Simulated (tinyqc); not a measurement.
Thickness from the minima: X-ray reflectivity of a thin film on silicon: critical angles, Parratt recursion, fringes and roughness. Computed by tinyqc, a small Python program. Command: `OMP_NUM_THREADS=1 python tinyqc.py 3120053 3120054 out.jsonl xrr walk`. One thread of a shared host (Intel(R) Xeon(R) Processor @ 2.30GHz), about 0.01 s of CPU time with the checks.

n = 1 - delta + i beta; the classical electron radius is r_e = 2.8179403e-6 nm. Layer 0 is vacuum, 1 the film, 2 the substrate.

Inputs (values chosen for the exercise, modelled on TaN on silicon, copper K-alpha radiation):
```
quantity                                        value     unit
wavelength lambda                             0.15406       nm
film density rho                                 14.4   g/cm^3
effective electrons per unit mass, film          0.41    mol/g
beta/delta, film                                 0.08        -
film thickness d                                 14.4       nm
roughness of the surface sigma_1                 0.34       nm
roughness of the interface sigma_2               0.65       nm
substrate density                                2.33   g/cm^3
effective electrons per unit mass, substrate    0.507    mol/g
beta/delta, substrate                           0.023        -
grazing angle theta                               2.1  degrees
```

Constants: N_A = 6.02214076e+23 1/mol.

Method:
- delta = r_e lambda^2 rho_e/(2 pi), rho_e = density x electrons per mass x N_A; critical angle sqrt(2 delta), q_c = 4 sqrt(pi r_e rho_e).
- k_j = (2 pi/lambda) sqrt(sin^2 theta - 2 delta_j + 2 i beta_j); r_ij = (k_i - k_j)/(k_i + k_j) x exp(-2 k_i k_j sigma^2) (Nevot-Croce); r = (r_01 + r_12 p)/(1 + r_01 r_12 p), p = exp(2 i k_1 d); R = |r|^2.
- Far above the critical angle the period is d theta = lambda/(2 d), or 2 pi/d in q; the envelope runs between (|r_01| - |r_12 p|)^2 and (|r_01| + |r_12 p|)^2; contrast = 2 a b/(a^2 + b^2) with a = |r_01|, b = |r_12 p|; roughness factors on the amplitudes are about exp(-q^2 sigma^2/2).
- Minima of R theta^4 are located on 6001 points over 7.5 periods, from 1.15 times the larger critical angle. With refraction, sin^2(theta_m) = 2 delta + m^2 (lambda/(2 d))^2, m integer or half-integer; the first six minima are used, and the first order is the one that minimises the largest residual of the least-squares line plus the distance of its intercept from 2 delta. Without refraction, d = lambda/(2 x mean step of sin theta).

Constants:
```
layer      rho_e (1/nm^3)        delta         beta  critical angle (degrees)  q_c (1/nm)
film              3555.47  3.78468e-05  3.02774e-06                  0.498485    0.709659
substrate          711.40  7.57263e-06  1.74170e-07                  0.222977    0.317437
```

period in theta = 0.306493 degrees

Minima:
```
order m  theta (degrees)  sin^2 theta
1                 0.5878    0.0001053
2                 0.7913    0.0001907
3                 1.0468    0.0003338
4                 1.3242    0.0005340
5                 1.6127    0.0007920
6                 1.9073    0.0011077
```

d with refraction = 14.393 nm

d without refraction = 16.729 nm

Against d = 14.4 nm the errors are -0.05 % with and +16.17 % without refraction. The orders are integers, as r_01 and r_12 have opposite signs for a film denser than the substrate.

Extremes, crossings and ranges named in words are read from the listed rows.
